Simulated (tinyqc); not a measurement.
Epitaxial growth on a vicinal surface: Burton-Cabrera-Frank step flow, step-edge barrier and island nucleation: one step, computed by the program tinyqc.

Adatoms land at rate F, hop on a square grid (a simplification for hexagonal faces), desorb, or join steps. Lengths are in units of a and n is the adatom coverage. Steps ascend at x = 0 and descend at x = l.

Problem. Step flow or islands. Island density on a flat surface without desorption: N = 0.25 (F/D)^(i/(i+2)) exp(E_i/((i+2) k_B T)) per site, with E_i = 0 for i = 1; spacing l_n = N^(-1/2). Step flow needs an effective width l_eff = 2 x(peak) below l_n. Temperatures in kelvin are T(C) + 273.15.

Inputs (values chosen for the exercise, close to those used for 4H-SiC(0001)): deposition rate F = 0.054 layers/s; temperature T = 1500 C; critical nucleus size i = 1.

D = 3978134 a^2/s

position of the peak = 23.43680 a

Constants: k_B = 8.617333262e-05 eV/K.

Give: island density N on a flat surface; island spacing l_n; ratio l_eff/l_n.

Solution.

island density N on a flat surface = 5.9636e-04 per site

island spacing l_n = 40.949 a

ratio l_eff/l_n = 1.1447

The growth lies near the transition between step flow and nucleation. Caution: the prefactor 0.25 and the criterion are estimates, good to a factor of about two in length.
